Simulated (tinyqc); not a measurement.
# Changing the corrugation W

Model: Frenkel-Kontorova chain: a misfit dislocation (kink) in a monolayer on a periodic substrate. Computed by tinyqc, a small Python program. Command: `OMP_NUM_THREADS=1 python tinyqc.py 3026302 3026303 out.jsonl fkchain sweep`. One thread of a shared host (Intel(R) Xeon(R) Processor @ 2.30GHz), about 0.04 s of CPU time with the checks.

E = sum_j [(k/2)(x_(j+1) - x_j - b)^2 + (W/2)(1 - cos(2 pi x_j/a))], x_j = a (j + u_j). A kink takes u from 0 to 1: the chain is stretched by one period and has one atom fewer than wells.

Inputs (values chosen for the exercise, for a model overlayer):

| quantity | value | unit |
|---|---|---|
| spring constant k | 6.25 | eV/angstrom^2 |
| substrate period a | 2.7 | angstrom |
| misfit f = (b - a)/a | 0.49 | - |
| atoms on each side n | 8 | - |
| atomic mass M | 151 | u |

Relaxation: Newton steps.

Constants: nu for 1 eV/(angstrom^2 u) = 15.6333042 THz.

Method:
- l0 = sqrt(k a^2/(2 W)); kink u(j) = (2/pi) arctan exp(pi j/l0); kink energy at f = 0: E0 = (4/pi) W l0; with misfit E0 - k a^2 f; kinks become favourable at f_c = 2/(pi l0), and a coherent chain with free ends loses stability at f_m = 1/l0. Lowest vibration of the flat chain: nu0 = 15.6333042 THz x sqrt(2 pi^2 W/(a^2 M)).
- Discrete chain at f = 0, ends held at u = 0 and 1: E = (k a^2/2) sum (u_(j+1) - u_j)^2 + (W/2) sum (1 - cos 2 pi u_j), gradient g_j = k a^2 (2 u_j - u_(j-1) - u_(j+1)) + pi W sin(2 pi u_j), Hessian 2 k a^2 + 2 pi^2 W cos(2 pi u_j) on the diagonal and -k a^2 beside it.
- Start as above (continuum shape at j + 1/2, j = -n..n-1, l0 = sqrt(k a^2/(2 W))). u(new) = u - H^-1 g; stop when the largest gradient is below 1e-9 eV.
- Repeat by Newton steps with an atom at the centre (j = -n..n, u_0 = 1/2). Barrier = difference of the two energies; the lowest Hessian eigenvalue tells minimum from saddle.

One run for each value:

| corrugation W (eV) | kink width l0 | Peierls barrier (meV) | energy, centre between atoms (eV) | kink energy E0 (eV) | critical misfit f_c |
|---|---|---|---|---|---|
| 1.5 | 3.8971 | 2.8867e+00 | 7.371 | 7.443 | 0.16336 |
| 2.0 | 3.3750 | 1.4384e+01 | 8.476 | 8.594 | 0.18863 |
| 2.6 | 2.9601 | 5.0729e+01 | 9.605 | 9.799 | 0.21507 |
| 3.4 | 2.5885 | 1.5476e+02 | 10.865 | 11.206 | 0.24594 |
| 4.4 | 2.2754 | 3.8955e+02 | 12.147 | 12.748 | 0.27978 |
| 5.8 | 1.9819 | 9.0655e+02 | 13.545 | 14.636 | 0.32122 |
| 7.6 | 1.7313 | 1.8302e+03 | 14.876 | 16.754 | 0.36770 |
| 10.0 | 1.5093 | 3.3736e+03 | 16.141 | 19.218 | 0.42179 |
| 13.0 | 1.3238 | 5.6157e+03 | 17.239 | 21.911 | 0.48091 |

What does the table show, and why?

Over the rows, kink width l0 falls from 3.90 to 1.32 (exponent d ln y / d ln x about -0.50 throughout); Peierls barrier (meV) rises from 2.89 to 5620 (exponent d ln y / d ln x 5.6 between the first rows and 1.9 between the last); energy, centre between atoms (eV) rises from 7.37 to 17.2 (exponent d ln y / d ln x 0.49 between the first rows and 0.25 between the last). The exponent of kink energy E0 stays at 0.50: the geometric mean of spring and corrugation. The exponent of critical misfit f_c stays at 0.50: f_c goes as 1/l0. ln(barrier/W) against l0 has the slope -2.52 between the first rows; for wide kinks the law is l0^2 exp(-pi l0), with slope 2/l0 - pi = -2.59. The continuum energy is too high by 0.98 % in the first row and 27 % in the last.

Caution (all rows): a corrugation above 1 eV is larger than real overlayers usually show; it is chosen to keep the kink narrow. Caution (rows 2.60, 3.40, 4.40, 5.80, 7.60, 10.0, 13.0): for l0 below about 3 the kink spans few atoms, and the continuum kink energy is off by about 2 per cent or more.
